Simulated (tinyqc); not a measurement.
Changing the temperature T: harmonic transition-state theory with quantum, tunnelling and friction corrections. Computed by tinyqc, a small Python program. Command: `OMP_NUM_THREADS=1 python tinyqc.py 3009730 3009731 out.jsonl rates sweep`. One thread of a shared host (Intel(R) Xeon(R) Processor @ 2.30GHz), about 0.03 s of CPU time with the checks.

One atom hops between equivalent sites; three modes at the minimum and two real modes at the saddle are treated as harmonic, the rest of the crystal as unchanged; melting is ignored, so hot rows may lie above the melting point.

Inputs (values chosen for the exercise, modelled on a vacancy in silicon):
```
quantity,value,unit
barrier E_b,0.42,eV
imaginary frequency at the saddle nu_b,5.83,THz
jump length d,2.35,angstrom
number of jump directions z,4,-
```

Lattice of sites: three-dimensional.

frequencies at the minimum (THz): [7.98, 8.92, 9.13]

real frequencies at the saddle (THz): [8.36, 13.4]

Constants: k_B = 8.617333262e-05 eV/K; h x 1 THz = 4.135667696 meV.

Method:
- Vineyard: nu* = product of minimum frequencies / product of real saddle frequencies; k_cl = nu* exp(-E_b/(k_B T)).
- Activation entropy S = k_B ln(nu* h/(k_B T)); for uncorrelated jumps D = z k d^2/6 and D0 = z nu* d^2/6; 1 angstrom^2 = 1e-16 cm^2.
- Quantum harmonic: k_q = (k_B T/h) [prod 2 sinh(x_i/2) (minimum) / prod 2 sinh(x_j/2) (saddle)] exp(-E_b/(k_B T)), x = h nu/(k_B T).
- Zero-point correction to the barrier = (h/2)(sum of saddle frequencies - sum of minimum frequencies).
- With u = h nu_b/(k_B T): Wigner factor 1 + u^2/24; parabolic barrier (Bell) (u/2)/sin(u/2), valid above T_c = h nu_b/(2 pi k_B); symmetric Eckart barrier: kappa = int_0^infinity P(E) exp(-(E - E_b)/(k_B T)) dE/(k_B T), P = (cosh 2a - 1)/(cosh 2a + cosh 2d), a = alpha sqrt(E/E_b), alpha = 2 pi E_b/(h nu_b), 2d = 2 sqrt(alpha^2 - pi^2/4).

One run for each value:
```
temperature T (K),classical rate k_cl (1/s),ratio k_q/k_cl,Eckart factor,classical diffusivity D (cm^2/s)
150,4.4890e-02,0.95514,1.1650,1.6527e-17
190,4.1973e+01,0.96243,1.0997,1.5453e-14
230,3.6346e+03,0.97016,1.0672,1.3381e-12
290,2.9143e+05,0.97882,1.0421,1.0730e-10
360,7.6522e+06,0.98522,1.0274,2.8173e-09
440,8.9708e+07,0.98966,1.0186,3.3027e-08
550,8.2219e+08,0.99316,1.0121,3.0270e-07
680,4.4743e+09,0.99544,1.0081,1.6473e-06
840,1.7524e+10,0.99697,1.0054,6.4518e-06
```

What does the table show, and why?

Over the rows, classical rate k_cl (1/s) rises from 0.0449 to 1.75e10 (exponent d ln y / d ln x 29 between the first rows and 6.5 between the last); ratio k_q/k_cl rises from 0.955 to 0.997 (exponent d ln y / d ln x 0.032 between the first rows and 0.0073 between the last); Eckart factor falls from 1.16 to 1.01 (exponent d ln y / d ln x -0.24 between the first rows and -0.012 between the last). The apparent barrier of the corrected rate k_cl (k_q/k_cl) kappa(Eckart) is 0.417 eV between the coldest rows and 0.420 eV between the hottest, against E_b = 0.42 eV.

Caution (rows 150, 190, 230, 290): h nu exceeds k_B T, so zero-point and tunnelling corrections to the classical rate matter.

Extremes, crossings and ranges named in words are read from the listed rows.
